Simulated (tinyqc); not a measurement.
Threshold of a short bulk MOSFET: charge sharing, barrier lowering, narrow width: two steps of the calculation.

n-channel device on a p-type body, depletion approximation, full ionisation. Uniform doping N = Na. Vbi from Boltzmann statistics is rough for the degenerate source. Cox = eps0 eox/tox.

Inputs (values chosen for the exercise); band and dielectric values close to those of silicon:

| symbol | value | unit | meaning |
|---|---|---|---|
| T | 300 | K | temperature |
| Eg | 1.13 | eV | band gap |
| eps_r | 11.6 |  | relative permittivity |
| Nc | 2.81e19 | cm^-3 | conduction-band density of states at T |
| Nv | 2.65e19 | cm^-3 | valence-band density of states at T |
| eox | 3.9 |  | relative permittivity of the gate insulator (close to silicon dioxide) |
| tox | 11 | nm | insulator thickness |
| Na | 6.8e16 | cm^-3 | channel doping |
| Nsd | 1e20 | cm^-3 | source and drain doping |
| Vfb | -0.98 | V | flat-band voltage for the doping Na |
| xj | 91 | nm | junction depth |
| Vbs | -1 | V | body-source voltage |
| Vds | 0.5 | V | drain-source voltage |
| W | 740 | nm | gate width |
| xw | 0 |  | shape factor of the fringing depletion at the width edges |
| L | 720 | nm | channel length |

Constants: q = 1.602176634e-19 C, kB = 1.380649e-23 J/K, Vt = kB T/q, eps0 = 8.8541878128e-14 F/cm where lengths are in cm. Results are converted to the units shown.

Question 1. Long-channel threshold and scales. ni = sqrt(Nc Nv) exp(-Eg/(2 Vt)), Eg in volts; 2 pB = 2 Vt ln(N/ni); flat band Vfb - Vt ln(N/Na); Wd = sqrt(2 eps0 eps_r (2 pB - Vbs)/(q N)); body term q N Wd/Cox; long-channel VT0 = flat band + 2 pB + body term; Vbi = Vt ln(N Nsd/ni^2); scale length l = sqrt((eps_r/eox) tox Wd).

Wanted: N; 2 pB; flat band; Wd; body term; VT0; Vbi; l.

Answer 1.

N = 6.800e16 cm^-3
2 pB = 0.8200 V
flat band = -0.9800 V
Wd = 185.2 nm
body term = 0.6429 V
VT0 = 0.4830 V
Vbi = 1.009 V
l = 77.85 nm

Question 2. Short-channel and narrow-width shifts. Charge sharing (trapezoid; it ignores Vds): F = (xj/L)(sqrt(1 + 2 Wd/xj) - 1), lowering = body term times F. Barrier lowering: th = exp(-L/(2 l)) + 2 exp(-L/l), lowering = th [2 (Vbi - 2 pB) + Vds], DIBL = th. Narrow width: rise = body term times xw Wd/W. VT by each model = VT0 - lowering + rise.

2 pB = 0.82004979 V
Wd = 185.24664 nm
body term = 0.64290824 V
VT0 = 0.48295803 V
Vbi = 1.0085992 V
l = 77.851718 nm

Find: F; lowering by charge sharing; th; lowering of the barrier; DIBL; narrow-width rise; VT, charge sharing; VT, barrier lowering.

Answer 2.

F = 0.15823
lowering by charge sharing = 101.73 mV
th = 0.010004
lowering of the barrier = 8.7747 mV
DIBL = 10.004 mV/V
narrow-width rise = 0 mV
VT, charge sharing = 0.38123 V
VT, barrier lowering = 0.47418 V

L is 9.25 scale lengths. The charge-sharing lowering is 11.6 times the barrier lowering; the first falls off as 1/L and the second exponentially. Both describe the same loss of gate control, so they are alternatives and are not added.

Program tinyqc, `OMP_NUM_THREADS=1 python tinyqc.py 2002031 2002032 out.jsonl`; Intel Xeon 2.30GHz, shared host, one thread, about 0.01 s.
